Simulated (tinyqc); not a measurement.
Metal-interlayer-semiconductor contact, depinning against tunnelling resistance: one step of the calculation.

Zero bias, n-type semiconductor. Gap states at the semiconductor surface thin out as exp(-be ti), which unpins the barrier; electrons must then cross the interlayer (a rectangular barrier, no voltage drop across it) and the parabolic depleted layer, both by WKB. Energies E are counted from the Fermi level; no image force, parabolic bands.

Problem. Exponents and integrand on an energy grid. With U = phiB - xi: for xi < E < phiB, y = (E - xi)/U and G1 = (U/E00) [sqrt(1 - y) - y ln((1 + sqrt(1 - y))/sqrt(y))], G1 = 0 above phiB; G2 = 2 ti sqrt(mi max(phiB + dE - E, 0)/C), C = hbar^2/(2 m0); f = 1/(1 + exp(E/Vt)); integrand exp(-G1 - G2) f.

Inputs (values chosen for the exercise); semiconductor values close to those of silicon; interlayer mass of the order of that in silicon dioxide, offset chosen freely:

| symbol | value | unit | meaning |
|---|---|---|---|
| T | 300 | K | temperature |
| ti | 0.3 | nm | interlayer thickness |
| dE | 3.17 | eV | conduction-band offset of the interlayer above the semiconductor |
| mi | 0.46 | m0 | tunnelling mass in the interlayer |

Constants: q = 1.602176634e-19 C, kB = 1.380649e-23 J/K, hbar = 1.054571817e-34 J s, m0 = 9.1093837015e-31 kg, Vt = kB T/q, hbar^2/(2 m0) = 0.0380998212 eV nm^2. Results are converted to the units shown.

| point | E (eV) |
|---|---|
| 0 | 0.04 |
| 1 | 0.06625 |
| 2 | 0.0925 |
| 3 | 0.11875 |
| 4 | 0.145 |
| 5 | 0.17125 |
| 6 | 0.1975 |
| 7 | 0.22375 |
| 8 | 0.25 |
| 9 | 0.27625 |
| 10 | 0.3025 |
| 11 | 0.32875 |
| 12 | 0.355 |
| 13 | 0.38125 |
| 14 | 0.4075 |
| 15 | 0.43375 |
| 16 | 0.46 |

phiB = 0.47838249 eV
xi = 0.037870839 eV
E00 = 0.029702728 eV

Wanted: G1; G2; f; integrand.

Solution.

| point | G1 | G2 | f | integrand (1e-8) |
|---|---|---|---|---|
| 0 | 14.55 | 3.960 | 0.1755 | 0.160 |
| 1 | 12.39 | 3.946 | 0.07158 | 0.577 |
| 2 | 10.75 | 3.931 | 0.02717 | 1.147 |
| 3 | 9.34 | 3.917 | 0.01002 | 1.752 |
| 4 | 8.09 | 3.902 | 0.003652 | 2.251 |
| 5 | 6.98 | 3.888 | 0.001326 | 2.540 |
| 6 | 5.96 | 3.873 | 4.808e-4 | 2.579 |
| 7 | 5.04 | 3.858 | 1.742e-4 | 2.388 |
| 8 | 4.20 | 3.843 | 6.312e-5 | 2.036 |
| 9 | 3.43 | 3.828 | 2.287e-5 | 1.609 |
| 10 | 2.74 | 3.814 | 8.284e-6 | 1.183 |
| 11 | 2.11 | 3.799 | 3.001e-6 | 0.812 |
| 12 | 1.56 | 3.783 | 1.087e-6 | 0.520 |
| 13 | 1.07 | 3.768 | 3.938e-7 | 0.311 |
| 14 | 0.66 | 3.753 | 1.427e-7 | 0.173 |
| 15 | 0.33 | 3.738 | 5.168e-8 | 0.089 |
| 16 | 0.08 | 3.723 | 1.872e-8 | 0.042 |

Program tinyqc, `OMP_NUM_THREADS=1 python tinyqc.py 2270112 2270113 out.jsonl`; Intel Xeon 2.30GHz, shared host, one thread, about 0.03 s.
